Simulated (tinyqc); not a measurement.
Harmonic transition-state theory with quantum, tunnelling and friction corrections: one step, computed by the program tinyqc. Command: `OMP_NUM_THREADS=1 python tinyqc.py 3020812 3020813 out.jsonl rates walk`. One thread of a shared host (Intel(R) Xeon(R) Processor @ 2.30GHz), about 0.04 s of CPU time with the checks.

One atom hops between equivalent sites; three modes at the minimum and two real modes at the saddle are treated as harmonic, the rest of the crystal as unchanged; melting is ignored, so hot rows may lie above the melting point.

Task: Quantum harmonic rate. Vineyard: nu* = product of minimum frequencies / product of real saddle frequencies; k_cl = nu* exp(-E_b/(k_B T)). Quantum harmonic: k_q = (k_B T/h) [prod 2 sinh(x_i/2) (minimum) / prod 2 sinh(x_j/2) (saddle)] exp(-E_b/(k_B T)), x = h nu/(k_B T). Zero-point correction to the barrier = (h/2)(sum of saddle frequencies - sum of minimum frequencies).

Inputs (values chosen for the exercise, modelled on interstitial oxygen in silicon): barrier E_b = 2.52 eV; temperature T = 1250 K.

Lattice of sites: three-dimensional.

frequencies at the minimum (THz): 17.6  20.2  20.3

real frequencies at the saddle (THz): 21.7  23.5

Constants: h x 1 THz = 4.135667696 meV; k_B = 8.617333262e-05 eV/K.

Give: x at the minimum; x at the saddle; zero-point correction; quantum harmonic rate k_q; ratio k_q/k_cl.

Result:

x at the minimum: 0.6757  0.7756  0.7794

x at the saddle: 0.8331  0.9023

zero-point correction = -26.68 meV

quantum harmonic rate k_q = 985.2 1/s

ratio k_q/k_cl = 1.007

To second order in x the ratio is 1 + (sum x_i^2 - sum x_j^2)/24 = 1.0066.
